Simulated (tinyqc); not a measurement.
Worked calculation: Hubbard chain of 3 sites. One step of it, computed by the program tinyqc.

Problem. The many-body Hamiltonian. Basis: all placements (u, d, 2, 0 on each site), up operators ordered before down ones; hops carry the sign of the same-spin electrons passed.

one-body matrix (hopping and site energies) (eV), lower triangle:
```
,1,2,3
1,0.000000
2,-1.170000,0.000000
3,0.000000,-1.170000,0.000000
```

U = 6.000000 eV

electrons, up and down: 2  2

Give: H.

Solution.

H (eV), lower triangle:
```
,220,2ud,u2d,2du,202,ud2,d2u,du2,022
220,12.0000
2ud,-1.1700,6.0000
u2d,0.0000,-1.1700,6.0000
2du,-1.1700,0.0000,0.0000,6.0000
202,0.0000,-1.1700,0.0000,-1.1700,12.0000
ud2,0.0000,0.0000,-1.1700,0.0000,-1.1700,6.0000
d2u,0.0000,0.0000,0.0000,-1.1700,0.0000,0.0000,6.0000
du2,0.0000,0.0000,0.0000,0.0000,-1.1700,0.0000,-1.1700,6.0000
022,0.0000,0.0000,0.0000,0.0000,0.0000,-1.1700,0.0000,-1.1700,12.0000
```
